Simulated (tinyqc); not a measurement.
Ranking of structures: pair-potential crystal by lattice sums. Computed by tinyqc, a small Python program. Command: `OMP_NUM_THREADS=1 python tinyqc.py 3006383 3006384 out.jsonl pairsum walk`. One thread of a shared host (Intel(R) Xeon(R) Processor @ 2.30GHz), about 0.02 s of CPU time with the checks.

Energy per atom E = (1/2) sum over neighbours of phi(r); d is the nearest-neighbour distance.

Inputs (values chosen for the exercise, for model atoms):
```
quantity            value      unit
well depth eps      0.151        eV
pair minimum r0       2.5  angstrom
cut-off r_c/r0       2.71         -
stiffness alpha r0    7.7         -
```

Potential: Morse. Structure: sc.

Constants: 1 eV/angstrom^3 = 160.2176634 GPa.

Method:
- phi0(r) = eps [exp(-2 alpha (r - r0)) - 2 exp(-alpha (r - r0))]; shifted-force cut-off: phi(r) = phi0(r) - phi0(r_c) - (r - r_c) phi0'(r_c) for r < r_c, zero beyond.
- Shells (distance in units of d, count): fcc 1.0000 (12), 1.4142 (6), 1.7321 (24), 2.0000 (12), 2.2361 (24), 2.4495 (8), 2.6458 (48), 2.8284 (6), 3.0000 (36), 3.1623 (24); hcp 1.0000 (12), 1.4142 (6), 1.6330 (2), 1.7321 (18), 1.9149 (12), 2.0000 (6), 2.2361 (12), 2.3805 (12), 2.4495 (6), 2.5166 (6), 2.5820 (12), 2.6458 (24), 2.7080 (6), 2.8868 (12), 3.0000 (12), 3.1091 (24), 3.1623 (12); bcc 1.0000 (8), 1.1547 (6), 1.6330 (12), 1.9149 (24), 2.0000 (8), 2.3094 (6), 2.5166 (24), 2.5820 (24), 2.8284 (24), 3.0000 (32); sc 1.0000 (6), 1.4142 (12), 1.7321 (8), 2.0000 (6), 2.2361 (24), 2.4495 (24), 2.8284 (12), 3.0000 (30), 3.1623 (24); diamond 1.0000 (4), 1.6330 (12), 1.9149 (12), 2.3094 (6), 2.5166 (12), 2.8284 (24), 3.0000 (16). Volumes per atom in d^3: fcc 0.70711, hcp 0.70711, bcc 0.76980, sc 1.00000, diamond 1.53960; hcp has the ideal c/a. Every shell inside the cut-off is summed.
- Equilibrium: dE/dd = 0 at the lowest minimum with d between 0.78 r0 and 1.45 r0; B = d^2 E''(d)/(9 Omega).

Each structure at its own equilibrium:
```
structure  neighbours  d (angstrom)  E (eV/atom)  volume (angstrom^3)  B (GPa)
fcc                12        2.4865     -0.95796               10.871   185.34
hcp                12        2.4865     -0.95812               10.871   185.38
bcc                 8        2.4415     -0.87968               11.204   164.83
sc                  6        2.4611     -0.53800               14.907    75.61
diamond             4        2.4862     -0.31790               23.659    28.22
```

The order is hcp < fcc < bcc < sc < diamond; hcp lies 0.17 meV below fcc. fcc (-0.957955 eV) and hcp (-0.958121 eV) share two shells and differ from the third on. Pair forces reward the number of bonds: diamond reaches only 33 % of the best binding. Caution: each structure is relaxed in d alone and may be unstable against shear; the tiny fcc-hcp difference depends on the cut-off.

Extremes, crossings and ranges named in words are read from the listed rows.
